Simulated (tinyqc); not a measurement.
Ballistic Schottky-barrier transistor with a two-dimensional channel, WKB contacts: one step of the calculation.

Source Fermi level 0, drain Fermi level -Vd. Far from the contacts Ec = pn - psi, and the gate moves psi one to one; the band edges relax as exp(-x/lam) from pn at the source and pn - Vd at the drain; Ev = Ec - Eg. A carrier of energy w inside the channel band meets at a contact a barrier of height D (the contact edge beyond the channel edge): T = 1 for w >= D, else exp(-S), S = 4 lam sqrt(m/C) [sqrt(D - w) - sqrt(w) arctan sqrt((D - w)/w)], C = hbar^2/(2 m0). The two contacts combine as Ts Td/(Ts + Td - Ts Td).

Question. Transmission of one of the electrons. S and T at both contacts for w = w0, and the tunnelling distance lam ln(D/w) at the higher barrier.

Values chosen for this exercise; channel values close to those of a tungsten diselenide layer:
```
symbol,value,unit,meaning
mn,0.36,m0,electron mass
lam,1.2,nm,screening length at the contacts
w0,0.18,eV,energy of one carrier inside the channel band
```

Constants: q = 1.602176634e-19 C, hbar = 1.054571817e-34 J s, m0 = 9.1093837015e-31 kg, hbar^2/(2 m0) = 0.0380998212 eV nm^2. Results are converted to the units shown.

D for electrons (eV): source 0.77000000, drain 0.72000000

Give: S at the source; S at the drain; combined T; tunnelling distance.

Answer.

S at the source = 4.6593
S at the drain = 4.2871
combined T = 0.0056396
tunnelling distance = 1.7441 nm

Range of the model: No scattering, image-force lowering, channel charge or band-to-band tunnelling; parabolic kappa overstates S deep in the gap.

tinyqc, about 0.4 s, one thread, Intel Xeon 2.30GHz (shared host): `OMP_NUM_THREADS=1 python tinyqc.py 2390054 2390055 out.jsonl`
